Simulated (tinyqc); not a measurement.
Classical Heisenberg spin chain: exact results, Metropolis, heat-bath and over-relaxation steps, and a Monte Carlo run: one step, computed by the program tinyqc. Command: `OMP_NUM_THREADS=1 python tinyqc.py 3130257 3130258 out.jsonl heismc walk`. One thread of a shared host (Intel(R) Xeon(R) Processor @ 2.30GHz), about 0.3 s of CPU time with the checks.

E = -J sum_i s_i . s_(i+1) for unit vectors s_i on an open chain; K = J/(k_B T).

Question. Exact results. Each bond angle is independent, so u = <s_i . s_(i+1)> = coth K - 1/K, <s_i . s_(i+n)> = u^n, correlation length xi = -1/ln|u|, energy per bond -J u, heat capacity per bond c/k_B = 1 - K^2/sinh^2 K, and for the long chain chi = mu^2 (1 + u)/(3 k_B T (1 - u)) per spin.

Inputs (values chosen for the exercise, for a model chain of large moments): coupling J = -27 meV; temperature T = 97.1 K; moment mu = 4.2 mu_B.

Constants: k_B = 8.617333262e-05 eV/K; mu_B = 5.7883818060e-05 eV/T.

Give: K; u; xi; energy per bond; heat capacity; chi over the Curie value; chi.

Answer.

K = -3.227

u = -0.6932

xi = 2.730 sites

energy per bond = -18.72 meV

heat capacity = 0.9342 k_B/bond

chi over the Curie value = 0.1812

chi = 0.007369 mu_B/T per spin

For |K| >> 1, |u| = 1 - 1/|K| and xi = |K| - 1/2 = 2.73: the chain orders only at T = 0, and c tends to k_B, not to zero, a failure of classical spins.
